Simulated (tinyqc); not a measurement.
From results back to parameters: phonon-assisted absorption at an indirect gap. Four cases, with inputs chosen for the exercise.

Problem. One phonon: alpha = A [N (E - Eg + w)^2 + (N + 1)(E - Eg - w)^2], each term only above its threshold, N = 1/(exp(w/kB Tm) - 1). The first two energies lie below the emission threshold and the third above it.

Constants: kB = 8.617333262e-05 eV/K.

Find: slope sqrt(A N); threshold Eg - w; w; Eg; A.

Method. sqrt(alpha) at the first two energies is a line with slope sqrt(A N) and intercept Eg - w. The excess at the third energy is A N exp(w/kB Tm) (E - (Eg - w) - 2w)^2, which has one root w with the emission threshold between the second and third energies.

Case 1.

Values chosen (out of a larger set: loosely those of GaP at room temperature; Eg is not tied to T; not measured data): Es = (2.272, 2.326, 2.384) eV (three photon energies); Tm = 300 K.

alpha at the three energies (1/cm): 0.4479702  7.167523  35.97854

Solution.

slope sqrt(A N) = 37.18 1/(cm^(1/2) eV)
threshold Eg - w = 2.2540 eV
w = 45.0 meV
Eg = 2.299 eV
A = 6.5e+03 1/(cm eV^2)

Case 2.

Values chosen (out of a larger set: loosely those of SiGe at room temperature; Eg is not tied to T; not measured data): Es = (0.912, 0.972, 1.032) eV (three photon energies); Tm = 250 K.

alpha at the three energies (1/cm): 0.1802789  2.841783  15.87879

Solution.

slope sqrt(A N) = 21.02 1/(cm^(1/2) eV)
threshold Eg - w = 0.8918 eV
w = 50.2 meV
Eg = 0.942 eV
A = 4.1e+03 1/(cm eV^2)

Case 3.

Values chosen (out of a larger set: loosely those of AlAs at room temperature; Eg is not tied to T; not measured data): Es = (2.139, 2.195, 2.253) eV (three photon energies); Tm = 300 K.

alpha at the three energies (1/cm): 0.2846465  4.770733  23.39080

Solution.

slope sqrt(A N) = 29.48 1/(cm^(1/2) eV)
threshold Eg - w = 2.1209 eV
w = 46.1 meV
Eg = 2.167 eV
A = 4.3e+03 1/(cm eV^2)

Case 4.

Values chosen (out of a larger set: loosely those of SiC at room temperature; Eg is not tied to T; not measured data): Es = (3.186, 3.272, 3.341) eV (three photon energies); Tm = 250 K.

alpha at the three energies (1/cm): 0.09635621  1.484556  8.826700

Solution.

slope sqrt(A N) = 10.56 1/(cm^(1/2) eV)
threshold Eg - w = 3.1566 eV
w = 72.4 meV
Eg = 3.229 eV
A = 3.1e+03 1/(cm eV^2)

Computed by tinyqc, one run a case: `OMP_NUM_THREADS=1 python tinyqc.py N N+1 out.jsonl` with N = 1651383, 1651397, 1651447, 1651458; one thread of a shared Intel(R) Xeon(R) Processor @ 2.30GHz, about 0.01 s a run at most.
